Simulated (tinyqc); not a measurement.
Photoconductance decay in a wafer: bulk and surface recombination modes, and iron detection by pair splitting: one step, computed by the program tinyqc.

Both faces of the wafer have the same S; injection is low and all coefficients are constant. x runs from -W/2 to W/2.

Problem. Weights of the modes. Even modes cos(a x) obey b tan b = S W/(2 D) with b = a W/2, odd modes sin(a x) obey -b cot b = S W/(2 D); each decays at the rate 1/tau_b + D a^2. Light from one face makes n(x, 0) proportional to exp(-alpha (x + W/2)). Only even modes carry the thickness average: weight c_n = [sin b/b] int n cos(a x) dx / (int cos^2(a x) dx x mean n), with int exp(-alpha (x + W/2)) cos(a x) dx = [alpha cos b (1 - E) + a sin b (1 + E)]/(alpha^2 + a^2), E = exp(-alpha W), and int cos^2 = W/2 + sin(2 b)/(2 a).

Inputs (values chosen for the exercise, modelled on p-type silicon):
```
quantity                          value        unit
thickness W                         150  micrometre
diffusivity D                      21.8      cm^2/s
surface recombination velocity S   6200        cm/s
absorption coefficient alpha        710        1/cm
```

Give: weights c_0 to c_5.

Solution.

weights c_0 to c_5: 0.7270  0.2012  0.0470  0.0140  0.0053  0.0024
